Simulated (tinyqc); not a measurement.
Schottky barrier with interface states (Cowley-Sze model), image lowering and contact resistance: one step, computed by the program tinyqc.

An n-type semiconductor under a metal. The barrier lies between the Schottky-Mott limit phi_M - chi and the Bardeen limit E_g - E_n, E_n being the neutrality level of the interface states; the space-charge term of the full Cowley-Sze expression is left out.

Problem. Pinning factor and barrier. S = 1/(1 + e^2 D delta/(eps_i eps_0)); for D per eV, e^2 D is the number e x D in SI units, with 1 cm^-2 = 1e4 m^-2. phi_B = S (phi_M - chi) + (1 - S)(E_g - E_n); the hole barrier is E_g - phi_B.

Inputs (values chosen for the exercise, for a model semiconductor):

| quantity | value | unit |
|---|---|---|
| gap E_g | 2.37 | eV |
| electron affinity chi | 3.79 | eV |
| metal work function phi_M | 4.08 | eV |
| neutrality level E_n above the valence band | 1.41 | eV |
| interface-state density D | 4.1e+13 | cm^-2 eV^-1 |
| dipole layer thickness delta | 0.59 | nm |
| dipole layer constant eps_i | 1 | - |

Pinning factor from: interface states.

Constants: e = 1.602176634e-19 C; eps_0 = 8.8541878128e-12 F/m.

Give: pinning factor S; Schottky-Mott barrier; Bardeen barrier; barrier phi_B; hole barrier.

Solution.

pinning factor S = 0.18597

Schottky-Mott barrier = 0.29 eV

Bardeen barrier = 0.96 eV

barrier phi_B = 0.83540 eV

hole barrier = 1.5346 eV

The contact is partly pinned.
